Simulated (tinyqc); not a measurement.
Worked calculation: equation-of-state fits to an energy-volume table made by a known binding curve. Computed by tinyqc, a small Python program that keeps every step. Command: `OMP_NUM_THREADS=1 python tinyqc.py 3021031 3021032 out.jsonl eosfit walk`. One thread of a shared host (Intel(R) Xeon(R) Processor @ 2.30GHz), about 0.03 s of CPU time with the checks. Intermediate numbers are printed to about 5 digits and carried at full precision; extremes and crossings named in words are read from the listed rows.

With x = (V/V_0)^(1/3), the energy per atom is E = -D [1 + eta (x - 1)] exp(-eta (x - 1)), so that B0 = D eta^2/(9 V_0) and B' = 1 + 2 eta/3. B' = dB/dP at P = 0.

Inputs (values chosen for the exercise, for a model crystal):

| quantity | value | unit |
|---|---|---|
| cohesive energy D | 3.54 | eV/atom |
| true volume V_0 | 27 | angstrom^3/atom |
| stiffness eta | 5.24 | - |
| half-width of the volume window w | 0.02 | - |
| shift of the window centre s | 0.017 | - |
| points N | 9 | - |
| compression V/V_0 for the pressure test | 0.9 | - |

Binding curve: universal binding. Noise: none.

Constants: 1 eV/angstrom^3 = 160.2176634 GPa.

## Exact values of the curve

B0 and B' from the formulas above; P = -dE/dV at V = c V_0 (c the compression chosen), from the curve itself.

exact B0 = 64.087 GPa

exact B' = 4.4933

exact pressure at c V_0 = 8.5287 GPa

## Energy-volume table

Table: V_j = V_0 [1 + s + w (2 j/(N - 1) - 1)], j = 0..N-1, rounded to 0.001; E_j from the curve, rounded to 1e-7 eV.

Table:

| V (angstrom^3) | E (eV) |
|---|---|
| 26.919 | -3.5399511 |
| 27.054 | -3.5399785 |
| 27.189 | -3.5397388 |
| 27.324 | -3.5392392 |
| 27.459 | -3.5384869 |
| 27.594 | -3.5374887 |
| 27.729 | -3.5362513 |
| 27.864 | -3.5347813 |
| 27.999 | -3.5330849 |

## Birch-Murnaghan fit

Third-order Birch-Murnaghan is a cubic in u = V^(-2/3): fit it by linear least squares, find the minimum, and take B0 = V E''(V), B' = -1 - V E'''/E'' there.

fitted E0 = -3.5400 eV

fitted V0 = 27.000 angstrom^3

fitted B0 = 64.107 GPa

fitted B' = 4.5347

root-mean-square residual = 1.3157e-05 meV

Against the exact curve V0 is off by 0.000 %, B0 by +0.03 % and B' by +0.9 %.

## Errors of the Birch-Murnaghan fit

Errors are fitted minus exact, relative; the pressure at c V_0 uses P = (3 B0/2) (x^7 - x^5) [1 + (3/4)(B' - 4)(x^2 - 1)], x = (V0/V)^(1/3) with the fitted values.

error of B0 = 0.031055 %

error of B' = 0.92122 %

fitted pressure at c V_0 = 8.5839 GPa

error of that pressure = 0.64659 %

## Vinet fit by Gauss-Newton steps

Vinet: E = E0 + (9 B0 V0/h^2) {1 + [h (1 - x) - 1] exp(h (1 - x))}, P = 3 B0 (1 - x) x^-2 exp(h (1 - x)), x = (V/V0)^(1/3), h = (3/2)(B' - 1). Gauss-Newton steps on (E0, V0, B0, B'): solve J d = r by least squares, r the residuals and J their derivatives (central differences, relative step 1e-5); start from the parabola fit in V with B' = 4; stop when all relative changes are below 1e-7.

Iterations:

| step | E0 (eV) | V0 (angstrom^3) | B0 (GPa) | B' | rms residual (meV) |
|---|---|---|---|---|---|
| 0 | -3.5400 | 26.986 | 58.387 | 4.0000 | 1.7721e-01 |
| 1 | -3.5400 | 27.001 | 64.108 | 4.5446 | 1.0897e-02 |
| 2 | -3.5400 | 27.000 | 64.093 | 4.4988 | 2.7484e-05 |
| 3 | -3.5400 | 27.000 | 64.092 | 4.4989 | 2.0980e-05 |
| 4 | -3.5400 | 27.000 | 64.092 | 4.4989 | 2.0980e-05 |

B0, Vinet = 64.092 GPa

B', Vinet = 4.4989

The Vinet form is this binding curve itself, so without noise it returns the exact values but for the rounding of the table.

## Five forms on the same table

Murnaghan: E = E0 + (B0 V/B') [(V0/V)^B'/(B' - 1) + 1] - B0 V0/(B' - 1), P = (B0/B') [(V0/V)^B' - 1]. Birch-Murnaghan: E = E0 + (9 V0 B0/16) [y^3 B' + y^2 (2 - 4 y)], y = (V0/V)^(2/3) - 1; P = (3 B0/2) (x^7 - x^5) [1 + (3/4)(B' - 4)(x^2 - 1)], x = (V0/V)^(1/3). All are least-squares fits to the energies; for polynomials in V, B0 = V E'' and B' = -1 - V E'''/E'' at the minimum.

Fitted values:

| form | V0 (angstrom^3) | B0 (GPa) | B' | P at c V_0 (GPa) |
|---|---|---|---|---|
| exact | 27.000 | 64.087 | 4.4933 | 8.5287 |
| parabola in V | 26.986 | 58.387 | -1.0000 | - |
| cubic in V | 27.000 | 63.904 | 4.0484 | - |
| Murnaghan | 27.000 | 64.140 | 4.6159 | 8.7035 |
| Birch-Murnaghan | 27.000 | 64.107 | 4.5347 | 8.5839 |
| Vinet | 27.000 | 64.092 | 4.4989 | 8.5319 |

In B0 the Vinet form comes closest (+0.01 %) and the parabola in V form misses most (-8.89 %). A parabola in V has no third derivative, so its B' is -1 by construction. At c V_0, beyond the window, the pressure errors are Murnaghan +2.0 %, Birch-Murnaghan +0.6 %, Vinet 0.0 %; Murnaghan keeps B linear in P and so runs too stiff under compression.

## The width of the window

The table is made anew for each w.

Errors (%):

| w | B0, parabola | B0, cubic | B0, Murnaghan | B0, Birch-Murnaghan | B0, Vinet | B', Birch-Murnaghan |
|---|---|---|---|---|---|---|
| 0.03 | -8.748 | -0.180 | 0.042 | 0.013 | 0 | 0.783 |
| 0.05 | -8.281 | 0.182 | -0.060 | -0.018 | 0 | 0.734 |
| 0.08 | -7.139 | 1.073 | -0.305 | -0.093 | 0 | 0.619 |
| 0.12 | -4.760 | 2.944 | -0.793 | -0.247 | 0 | 0.382 |
| 0.16 | -1.350 | 5.660 | -1.448 | -0.460 | 0 | 0.049 |
| 0.22 | 5.889 | 11.558 | -2.683 | -0.883 | 0 | -0.633 |

The Birch-Murnaghan error of B0 is smallest among these at w = 0.03 (0.013 % in size); it is 0.013 % at the narrowest and 0.883 % at the widest. This error comes from the form and grows with w. The Vinet form is the binding curve itself here, so its error comes from noise and rounding alone. At the widest window the errors of B0 are +5.9 % for the parabola and +11.6 % for the cubic in V. The parabola changes sign: it reports the mean curvature of the window, which the shift s biases one way and the width the other.

Checks made by the program: nonlinear Birch-Murnaghan fit against the linear one (relative difference below 1e-10).
